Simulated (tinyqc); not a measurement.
Born-Oppenheimer dynamics on the UHF/6-31g surface (energies and gradients from PySCF), for H3, spin multiplicity 2, step by step. Computed by tinyqc, a small Python program that keeps every step (integrals from PySCF). Settings: charge = 0, multiplicity = 2, basis = 6-31g, time step (fs) = 0.5, steps = 24. Command: `OMP_NUM_THREADS=1 python tinyqc.py 27323 27324 out.jsonl` (the two numbers bound the seeds that draw the settings). One thread of a shared host (Intel(R) Xeon(R) Processor @ 2.60GHz), about 1 s of CPU time with the checks.

positions (bohr):
```
            x          y          z
1H  -0.001890   0.056692   0.194642
2H  -0.060471   0.077479   1.653510
3H  -0.024566  -0.041574  -1.508001
```

The total energy should stay constant up to terms of order dt^2; the step counts as short enough if it moves by less than 2 % of the largest kinetic energy.

Trajectory:
```
time (fs)  1H-2H (angstrom)  potential (hartree)  kinetic (hartree)  total (hartree)
0.000000           0.772700          -1.58979562         0.00005636      -1.58973926
0.500000           0.773527          -1.59019877         0.00045360      -1.58974517
1.000000           0.780526          -1.59136770         0.00160359      -1.58976410
1.500000           0.792792          -1.59300691         0.00321902      -1.58978789
2.000000           0.808908          -1.59473864         0.00493081      -1.58980784
2.500000           0.827165          -1.59623529         0.00641655      -1.58981874
3.000000           0.845751          -1.59730340         0.00748405      -1.58981935
3.500000           0.862864          -1.59790854         0.00809776      -1.58981079
4.000000           0.876742          -1.59816294         0.00836824      -1.58979470
4.500000           0.885659          -1.59830206         0.00852954      -1.58977253
5.000000           0.887897          -1.59866268         0.00891656      -1.58974612
5.500000           0.881773          -1.59965312         0.00993256      -1.58972055
6.000000           0.865771          -1.60167469         0.01196550      -1.58970919
6.500000           0.838870          -1.60492240         0.01518511      -1.58973729
7.000000           0.801179          -1.60902521         0.01919369      -1.58983152
7.500000           0.754843          -1.61269829         0.02271505      -1.58998323
8.000000           0.705048          -1.61397516         0.02388439      -1.59009077
8.500000           0.660583          -1.61183017         0.02186702      -1.58996315
9.000000           0.632666          -1.60871657         0.01908690      -1.58962967
9.500000           0.630366          -1.60948130         0.01989352      -1.58958778
10.000000          0.654515          -1.61468324         0.02476722      -1.58991603
10.500000          0.696982          -1.61961993         0.02951396      -1.59010597
11.000000          0.746241          -1.62101111         0.03097158      -1.59003953
11.500000          0.792366          -1.61931703         0.02942476      -1.58989227
12.000000          0.828553          -1.61654504         0.02676999      -1.58977505
```

Is the time step short enough?

Yes. The total energy moves within 5.2e-04 hartree, under 2 % of the largest kinetic energy.
